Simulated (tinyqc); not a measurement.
RKS/exchange-only LDA in the sto-6g basis, for H2, spin multiplicity 1, step by step. Computed by tinyqc, a small Python program that keeps every step (integrals from PySCF). Settings: charge = 0, multiplicity = 1, basis = sto-6g, energy threshold = 1e-08, iteration cap = 68, orthogonalisation = canonical, start = random, DIIS depth = 4, shift = 0.2, method = RKS, functional = Slater exchange alone, grid = [20, 26]. Command: `OMP_NUM_THREADS=1 python tinyqc.py 30955 30956 out.jsonl` (the two numbers bound the seeds that draw the settings). One thread of a shared host (Intel(R) Xeon(R) Processor @ 2.60GHz), about 0.1 s of CPU time with the checks. Later iterations appear only in the table of the cycle.

## One-electron integrals

Geometry (angstrom):
```
atom         x         y         z
H     0.000000  0.000000  0.000000
H     0.000000  0.000000  1.313000
```

Basis sto-6g: exponents (1/bohr^2) and contraction coefficients of normalised primitives:
```
element  l (shell)   exponent  coefficient
H            s (1)  35.523221     0.009164
H            s (1)   6.513144     0.049361
H            s (1)   1.822143     0.168538
H            s (1)   0.625955     0.370563
H            s (1)   0.243077     0.416492
H            s (1)   0.100112     0.130334
```

Overlap, kinetic and nuclear-attraction integrals over the contracted functions; the nuclear repulsion is the sum of Za Zb / Rab.

nuclear repulsion = 0.40302910 hartree

overlap S:
```
          1H 1s     2H 1s
1H 1s  1.000000  0.333475
2H 1s  0.333475  1.000000
```

kinetic energy T (hartree):
```
          1H 1s     2H 1s
1H 1s  0.768522  0.032620
2H 1s  0.032620  0.768522
```

nuclear attraction V (hartree):
```
           1H 1s      2H 1s
1H 1s  -1.639095  -0.466135
2H 1s  -0.466135  -1.639095
```

core Hamiltonian H = T + V (hartree):
```
           1H 1s      2H 1s
1H 1s  -0.870573  -0.433515
2H 1s  -0.433515  -0.870573
```

## Two-electron integrals

Functions are numbered as in S; the eight-fold symmetry (ij|kl) = (ji|kl) = (kl|ij) leaves the list below.

Two-electron integrals (ij|kl) in chemists' order, unique and non-zero (hartree):
```
(11|11) 0.774999   (21|11) 0.188843   (21|21) 0.065903   (22|11) 0.388303
(22|21) 0.188843   (22|22) 0.774999
```

## Orthogonalisation

S = U s U^T; canonical form X = U s^(-1/2), so that X^T S X = 1. Each column of U has its largest component positive (the first on a tie).

eigenvalues of S: 0.666525  1.333475

X:
```
               1         2
1H 1s   0.866117  0.612340
2H 1s  -0.866117  0.612340
```

## Starting guess

The start is random orthonormal orbitals; D = 2 C_occ C_occ^T.

D at the start:
```
           1H 1s      2H 1s
1H 1s   1.044899  -1.406465
2H 1s  -1.406465   1.893142
```

## Iteration 1: exchange-correlation on the grid

Becke grid with 20 radial and 26 angular points per atom, points of zero weight dropped. rho = sum D_ij phi_i phi_j; V_xc,ij = sum w v_xc phi_i phi_j; v_xc is d(rho eps)/d rho.

The 8 grid points with the largest w rho, of 1028 (bohr, atomic units):
```
x                  y         z         w       rho     eps_xc       v_xc
0.000000    0.000000  3.711420  0.300947  0.050650  -0.273261  -0.364347
0.000000    0.000000  3.410167  0.140292  0.107177  -0.350821  -0.467762
0.928957    0.000000  2.481210  0.140237  0.095616  -0.337724  -0.450298
-0.928957   0.000000  2.481210  0.140237  0.095616  -0.337724  -0.450298
0.000000   -0.928957  2.481210  0.140237  0.095616  -0.337724  -0.450298
0.000000    0.928957  2.481210  0.140237  0.095616  -0.337724  -0.450298
-1.230210   0.000000  2.481210  0.300390  0.042995  -0.258736  -0.344981
0.000000   -1.230210  2.481210  0.300390  0.042995  -0.258736  -0.344981
```

electrons on the grid, sum of w rho = 1.999904

E_xc = sum of w rho eps_xc = -0.62229303 hartree

V_xc (hartree):
```
           1H 1s      2H 1s
1H 1s  -0.311766  -0.089279
2H 1s  -0.089279  -0.398858
```

## Iteration 1: building the Kohn-Sham matrix

J_ij = sum D_kl (ij|kl); F = H + J + V_xc; E = tr D H + tr D J / 2 + E_xc + E_nn.

Coulomb J (hartree):
```
          1H 1s     2H 1s
1H 1s  1.013707  0.369447
2H 1s  0.369447  1.341719
```

Kohn-Sham matrix F (hartree):
```
           1H 1s      2H 1s
1H 1s  -0.168631  -0.153347
2H 1s  -0.153347   0.072288
```

total energy of this density = -0.27756582 hartree

## Iteration 1: diagonalisation and new density

A level shift of 0.2 hartree raises the virtual space: F + shift (S - S D(s) S), with D(s) the density of one spin (D/2). Diagonalise F' = X^T F X, C = X C', fill 1 alpha and 1 beta electrons from the bottom; D = 2 C_occ C_occ^T. Each column has its largest component positive (the first on a tie).

F' = X^T F X (hartree):
```
           1          2
1   0.166138  -0.087789
2  -0.087789   0.040536
```

orbital energies (hartree): MO1 -0.004602, MO2 0.211276

coefficients C:
```
            MO1        MO2
1H 1s  0.940618  -0.490263
2H 1s  0.148528   1.050266
```

D after iteration 1:
```
          1H 1s     2H 1s
1H 1s  1.769523  0.279416
2H 1s  0.279416  0.044121
```

## Iteration 2: exchange-correlation on the grid

As before.

The 8 grid points with the largest w rho, of 1028 (bohr, atomic units):
```
x                  y         z         w       rho     eps_xc       v_xc
1.230210    0.000000  0.000000  0.300390  0.053166  -0.277713  -0.370284
0.000000   -1.230210  0.000000  0.300390  0.053166  -0.277713  -0.370284
-1.230210   0.000000  0.000000  0.300390  0.053166  -0.277713  -0.370284
0.000000    1.230210  0.000000  0.300390  0.053166  -0.277713  -0.370284
0.000000   -0.928957  0.000000  0.140237  0.111469  -0.355443  -0.473924
0.928957    0.000000  0.000000  0.140237  0.111469  -0.355443  -0.473924
0.000000    0.928957  0.000000  0.140237  0.111469  -0.355443  -0.473924
-0.928957   0.000000  0.000000  0.140237  0.111469  -0.355443  -0.473924
```

electrons on the grid, sum of w rho = 2.001990

E_xc = sum of w rho eps_xc = -0.62381595 hartree

V_xc (hartree):
```
           1H 1s      2H 1s
1H 1s  -0.433939  -0.098258
2H 1s  -0.098258  -0.203540
```

## Iteration 2: building the Kohn-Sham matrix

As before.

Coulomb J (hartree):
```
          1H 1s     2H 1s
1H 1s  1.494041  0.379322
2H 1s  0.379322  0.826836
```

Kohn-Sham matrix F (hartree):
```
           1H 1s      2H 1s
1H 1s   0.189529  -0.152451
2H 1s  -0.152451  -0.247277
```

total energy of this density = -0.59585886 hartree

## Iteration 2: DIIS over 2 matrices

error matrix X^T (FDS - SDF) X:
```
           1         2
1   0.000000  0.530961
2  -0.530961  0.000000
```

B (overlaps of the stored error matrices):
```
               1              2
1  2.4513709e-02  1.1756604e-01
2  1.1756604e-01  5.6383859e-01
```

Minimise |sum c_i e_i|^2 with sum c_i = 1: solve [B -1; -1 0][c; lambda] = [0; -1] with B_ij = tr e_i^T e_j, and take F = sum c_i F_i.

DIIS coefficients: 1.263440  -0.263440

extrapolated F (hartree):
```
           1H 1s      2H 1s
1H 1s  -0.262985  -0.153582
2H 1s  -0.153582   0.156475
```

## Iteration 2: diagonalisation and new density

As before.

F' = X^T F X (hartree):
```
           1          2
1   0.308705  -0.303796
2  -0.303796  -0.113293
```

orbital energies (hartree): MO1 -0.272176, MO2 0.467587

coefficients C:
```
            MO1        MO2
1H 1s  0.944004  -0.483710
2H 1s  0.141221   1.051274
```

D after iteration 2:
```
          1H 1s     2H 1s
1H 1s  1.782287  0.266626
2H 1s  0.266626  0.039887
```

## Iteration 19 (converged): orbitals

converged F (hartree):
```
           1H 1s      2H 1s
1H 1s  -0.073199  -0.160406
2H 1s  -0.160406  -0.073180
```

Diagonalise F' = X^T F X, C = X C', fill 1 alpha and 1 beta electrons from the bottom; D = 2 C_occ C_occ^T. Each column has its largest component positive (the first on a tie).

F' = X^T F X (hartree):
```
           1          2
1   0.130852  -0.000010
2  -0.000010  -0.175178
```

orbital energies (hartree): MO1 -0.175178, MO2 0.130852

coefficients C:
```
            MO1        MO2
1H 1s  0.612368  -0.866098
2H 1s  0.612312   0.866137
```

D after iteration 19:
```
          1H 1s     2H 1s
1H 1s  0.749988  0.749920
2H 1s  0.749920  0.749852
```

## Convergence

Stop when the energy changes by less than 1e-08 hartree and every element of the error matrix X^T (F D S - S D F) X is below 3e-05.

Course of the cycle:
```
iteration  E (hartree)     change  largest element of the error matrix
1          -0.27756582          -                             1.11e-01
2          -0.59585886  -3.18e-01                             5.31e-01
3          -0.58847783   7.38e-03                             5.30e-01
4          -0.58623269   2.25e-03                             5.30e-01
5          -0.58549025   7.42e-04                             5.30e-01
6          -0.42311181   1.62e-01                             4.56e-01
7          -0.86433318  -4.41e-01                             3.18e-01
8          -0.91782159  -5.35e-02                             1.17e-01
9          -0.92388243  -6.06e-03                             5.11e-02
10         -0.91974487   4.14e-03                             1.01e-01
11         -0.92418255  -4.44e-03                             4.53e-02
12         -0.92511210  -9.30e-04                             1.83e-02
13         -0.92526342  -1.51e-04                             7.41e-03
14         -0.92528811  -2.47e-05                             3.02e-03
15         -0.92529223  -4.13e-06                             1.20e-03
16         -0.92529289  -6.54e-07                             4.74e-04
17         -0.92529299  -1.02e-07                             1.88e-04
18         -0.92529301  -1.60e-08                             7.41e-05
19         -0.92529301  -2.50e-09                             2.93e-05
```

PySCF RKS in the same basis, fine grid = -0.92519265 hartree

Converged in 19 iterations. The coarse grid moves the energy by -1.00e-04 hartree.

## Populations, bond orders and dipole

Mulliken: Z minus the diagonal of D S on the atom; Loewdin: the same with S^(1/2) D S^(1/2); Mayer order: 2 sum_s sum (D(s) S)_ij (D(s) S)_ji over the two atoms.

Charges (e):
```
atom   Mulliken    Loewdin
1H    -0.000068  -0.000064
2H     0.000068   0.000064
```

Mayer bond orders:
```
pair     order
2-1   1.000000
```

dipole moment about the origin, x y z (debye): 0.000000  0.000000  0.000429
